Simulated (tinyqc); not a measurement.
From results back to parameters: heavy doping: gap narrowing, degeneracy and the minority density. Three cases, with inputs chosen for the exercise.

Problem. The minority density was computed from a hidden true narrowing dEg.

F_j(eta) = (1/Gamma(j + 1)) integral_0^infinity x^j dx/(1 + exp(x - eta)), which tends to exp(eta) for eta << 0.

Majority: N = Nc F_1/2(eta), eta the distance of EF beyond the majority band edge in kT. Degeneracy factor gam = F_1/2(eta)/exp(eta). ni0^2 = Nc Nv exp(-Eg/kT); product n p = ni0^2 gam exp(dEg/kT), dEg the true narrowing; apparent narrowing dEa = dEg + kT ln gam; minority density = n p/N.

Constants: kB = 8.617333262e-05 eV/K.

Find: dEa; gam; dEg.

Method. dEa = kT ln(minority x N/ni0^2); gam follows from N alone, and dEg = dEa - kT ln gam.

Case 1.

Values chosen (gap and densities of states near those of GaAs at this temperature; narrowing constants of the size fitted for Si, not for this material; shifted at random, so the results belong to these values and not to a real crystal): N = 1.3e+16 1/cm^3 (ionised donors, equal to the majority density); Eg = 1.419 eV (gap); Nc = 4.36e+17 1/cm^3 (conduction-band density of states); Nv = 9.5e+18 1/cm^3 (valence-band density of states); T = 300 K.

minority density = 0.000475533 1/cm^3

Solution.

dEa = 0.72 meV
gam = 0.9895
dEg = 0.99 meV

Case 2.

Values chosen (gap and densities of states near those of GaAs at this temperature; narrowing constants of the size fitted for Si, not for this material; shifted at random, so the results belong to these values and not to a real crystal): N = 3e+17 1/cm^3 (ionised donors, equal to the majority density); Eg = 1.378 eV (gap); Nc = 6.51e+17 1/cm^3 (conduction-band density of states); Nv = 1.44e+19 1/cm^3 (valence-band density of states); T = 400 K.

minority density = 218.757 1/cm^3

Solution.

dEa = 16.44 meV
gam = 0.8505
dEg = 22.02 meV

Case 3.

Values chosen (gap and densities of states near those of Si at this temperature; narrowing constants near the fits for Si; shifted at random, so the results belong to these values and not to a real crystal): N = 2.3e+18 1/cm^3 (ionised donors, equal to the majority density); Eg = 1.126 eV (gap); Nc = 2.74e+19 1/cm^3 (conduction-band density of states); Nv = 1.14e+19 1/cm^3 (valence-band density of states); T = 300 K.

minority density = 76.6736 1/cm^3

Solution.

dEa = 39.74 meV
gam = 0.9708
dEg = 40.51 meV

Computed by tinyqc, one run a case: `OMP_NUM_THREADS=1 python tinyqc.py N N+1 out.jsonl` with N = 1652641, 1652673, 1652701; one thread of a shared Intel(R) Xeon(R) Processor @ 2.30GHz, about 0.05 s a run at most.
